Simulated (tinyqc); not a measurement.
# Off-state leakage of single and stacked transistors: what changes with what

n-channel devices of unit width. Subthreshold current I(Vg, Vs, Vd) = I0 (T/300 K)^0.5 exp[(Vg - Vs - VT(T) - gb (Vs - Vb) + dd (Vd - Vs))/(nf Vt)] (1 - exp(-(Vd - Vs)/Vt)), VT(T) = VT - cT (T - 300 K). Gate-edge tunnelling Ig (Vd/1 V) exp(ag (Vd - 1 V)), for a gate at 0 V, and band-to-band leakage Ab u exp(-Bb/u), u = Vd - Vb + 1 V, flow at a drain held at V; both are taken as independent of T. In a stack of off transistors (all gates at 0 V) the same subthreshold current passes through each.

Values chosen for this exercise; values of the order met in bulk silicon logic transistors: temperature T = 398 K; supply voltage V = 1 V; threshold at 300 K, zero drain and body bias VT = 0.25 V; fall of the threshold with temperature cT = 0.6 mV/K; current at threshold at 300 K I0 = 0.7 uA/um; slope factor nf = 1.17; drain-induced lowering per volt dd = 0.08; rise of the threshold per volt of source-body bias gb = 0.18; gate-edge tunnelling current at 1 V Ig = 4e-6 uA/um; exponential slope of the gate current ag = 5.7 1/V; prefactor of band-to-band leakage at the drain Ab = 300 uA/(um V); its exponential voltage Bb = 23 V; body voltage Vb = -0.6 V.

Constants: q = 1.602176634e-19 C, kB = 1.380649e-23 J/K, Vt = kB T/q. Results are converted to the units shown.

Each table varies one quantity; the others keep the values above.

## Subthreshold current against the height of the stack

All n gates at 0 V, bottom source at 0 V, top drain at V; node voltages follow from equal currents.

Subthreshold current against the height of the stack:

| n | I (nA/um) | reduction factor | drain voltage of the bottom device (mV) | source voltage of the top device (mV) | voltage across the top device (V) |
|---|---|---|---|---|---|
| 1 | 3.421 | 1.000 | 1000 | 0 | 1.000 |
| 2 | 0.4495 | 7.611 | 64.64 | 64.64 | 0.9354 |
| 3 | 0.2320 | 14.74 | 22.20 | 85.69 | 0.9143 |
| 4 | 0.1556 | 21.98 | 13.49 | 98.41 | 0.9016 |
| 5 | 0.1169 | 29.26 | 9.688 | 107.5 | 0.8925 |
| 6 | 0.09352 | 36.58 | 7.556 | 114.6 | 0.8854 |

The second transistor cuts the current by a factor of 7.61, the third by a further 1.94 and the sixth by 1.25. The top device keeps 88.5 % of the supply at n = 6, while the drain voltage of the bottom one falls to 0.220 Vt.

## Leakage components against the body voltage

Same model as above.

One transistor with Vg = Vs = 0, Vd = V; stack factor I(one)/I(two in series).

The same in every row: gate edge (nA/um) = 0.0040000; stack factor = 7.6106.

Leakage components against the body voltage:

| Vb (V) | subthreshold (nA/um) | band-to-band (nA/um) | total (nA/um) | largest part |
|---|---|---|---|---|
| 0.2 | 123.77 | 1.5243 | 125.29 | subthreshold |
| 0 | 50.463 | 6.0781 | 56.545 | subthreshold |
| -0.2 | 20.576 | 19.019 | 39.599 | subthreshold |
| -0.4 | 8.3894 | 49.584 | 57.978 | band-to-band |
| -0.6 | 3.4206 | 112.27 | 115.69 | band-to-band |
| -0.8 | 1.3947 | 227.44 | 228.84 | band-to-band |
| -1 | 0.56867 | 421.36 | 421.93 | band-to-band |
| -1.2 | 0.23187 | 725.74 | 725.97 | band-to-band |
| -1.4 | 0.094539 | 1176.9 | 1177.0 | band-to-band |

As Vb goes from 0.2 to -1.4, the total leakage goes from 125 through a minimum of 39.6 (at Vb = -0.2 among the rows listed) to 1180 nA/um. The subthreshold part leads at Vb = 0.2, the band-to-band part from -0.4 on. The exact minimum lies at Vb = -0.192 V: reverse body bias lowers the subthreshold part by a decade every nf Vt ln 10/gb = 0.513 V but raises the band-to-band part. The reduction by a stack of two stays at 7.61, for the subthreshold part alone. For Vb = 0.2, 0 the gate is within about 3 nf Vt of threshold, where the exponential law overstates the current. For Vb = 0.2 the body is forward biased; the junction current, left out, is still small at this voltage.

tinyqc, about 0.03 s, one thread, Intel Xeon 2.30GHz (shared host): `OMP_NUM_THREADS=1 python tinyqc.py 2242113 2242114 out.jsonl`
